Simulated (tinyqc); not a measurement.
# Worked calculation: one electron in a tunnel-coupled double dot: charge qubit, sensing and quantum capacitance

Program tinyqc, `OMP_NUM_THREADS=1 python tinyqc.py 2470104 2470105 out.jsonl`; Intel Xeon 2.30GHz, shared host, one thread, about 0.01 s. Printed values are rounded.

Basis (left, right), H = [[ep/2, tc], [tc, -ep/2]], splitting Om = sqrt(ep^2 + 4 tc^2), ep = al times the gate voltage. In equilibrium the electron is on the right with the chance P_R = [1 + (ep/Om) tanh(Om/2 kB T)]/2.

Values chosen for this exercise:

| symbol | value | unit | meaning |
|---|---|---|---|
| tc | 17 | ueV | tunnel coupling |
| T | 0.062 | K | electron temperature |
| al | 0.45 | eV/V | lever arm of the gate on the detuning |
| Cp | 0.66 | pF | parasitic capacitance of the resonator |
| f0 | 180 | MHz | resonator frequency |
| Q | 142 |  | loaded quality factor |
| se | 5.4 | ueV | deviation of quasi-static detuning noise |
| ep | -13.7 | ueV | detuning |

Constants: q = 1.602176634e-19 C, kB = 1.380649e-23 J/K, hbar = 1.054571817e-34 J s, h = 6.62607015e-34 J s, Vt = kB T/q. Results are converted to the units shown.

## Splitting and occupation

Also the frequency Om/h, the mixing angle arctan2(2 tc, ep) and the weight of the right dot in the ground state, (1 + ep/Om)/2.

Om = 36.6564 ueV
Om/h = 8.86347 GHz
mixing angle = 111.947 degree
ground-state weight = 0.313129
kB T = 5.34275 ueV
P_R = 0.313521

## Capacitance seen by a resonator

q^2 al^2 dP_R/d(ep) splits into Cq = q^2 al^2 (2 tc^2/Om^3) tanh(Om/2 kB T) and Ct = q^2 al^2 (ep/Om)^2/(4 kB T cosh^2(Om/2 kB T)); Ct appears only if relaxation is faster than the drive. A resonator of frequency f0, capacitance Cp and quality factor Q shifts by df = -f0 Cq/(2 Cp) and its phase by -2 Q Cq/Cp.

Cq = 379.931 aF
Ct = 0.887004 aF
df = -51.8087 kHz
phase shift = -9367.02 millidegree

## Dephasing by charge noise

Noise in ep shifts Om by (ep/Om) d + (2 tc^2/Om^3) d^2. For Gaussian d of deviation se the spread of Om is sqrt[(ep se/Om)^2 + 2 (2 tc^2 se^2/Om^3)^2], and T2* is estimated as sqrt(2) hbar/spread; Om T2*/h counts the oscillations within T2*.

first-order spread = 2.01820 ueV
second-order spread = 0.483929 ueV
T2* = 0.448515 ns
oscillations within T2* = 3.97540

At ep = 0 the first-order term vanishes and T2* would be 1.53 ns.
